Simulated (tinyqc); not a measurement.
# Arrhenius plot from several rate windows

Emission rate en = sn vth(T) Nc(T) exp(-Et/kB T) = sn g T^2 exp(-Et/kB T), g = vth Nc/(300 K)^2, as vth goes as T^0.5 and Nc as T^1.5 (degeneracy factor 1). Here the cross-section is thermally activated, sn exp(-Eb/kB T) with Eb = 0.06 eV. Each window ew gives the temperature where en = ew.

Parameters, values chosen for the exercise; material values close to those of indium phosphide:
```
symbol    value   unit                                      meaning
Nc      5.61e17  cm^-3   conduction-band density of states at 300 K
vth       4.3e7   cm/s                    thermal velocity at 300 K
Et          0.2     eV  depth of the trap below the conduction edge
sn      5.3e-17   cm^2                        capture cross-section
```

Constants: q = 1.602176634e-19 C, kB = 1.380649e-23 J/K. Results are converted to the units shown.

Result of one run:
```
T peak (K)	q/kB T (1/eV)	ln(ew/T^2)	ln ew
212.3	54.67	-4.652	6.064
```

Which rate window ew gave this result: 15, 140, 430 or 3900 1/s?

ew = 430 1/s.

The whole series:
```
ew (1/s)	T peak (K)	q/kB T (1/eV)	ln(ew/T^2)	ln ew
1.7	157.6	73.65	-9.589	0.5306
5.1	166.2	69.84	-8.597	1.629
15	175.5	66.11	-7.628	2.708
47	186.6	62.19	-6.608	3.850
140	198.5	58.47	-5.640	4.942
430	212.3	54.67	-4.652	6.064
1300	227.7	50.95	-3.686	7.170
3900	245.3	47.30	-2.737	8.269
```

The peak rises from 158 to 245 K. ln(ew/T^2) against q/kB T is a straight line of slope -0.2600 eV, which is Et + Eb and not Et = 0.2 eV: a capture barrier adds to the activation energy. Its intercept gives sn = 5.30e-17 cm^2. Leaving out the T^2 gives 0.2936 eV, too high by about 2 kB T.

tinyqc, about 0.01 s, one thread, Intel Xeon 2.30GHz (shared host): `OMP_NUM_THREADS=1 python tinyqc.py 2050066 2050067 out.jsonl`
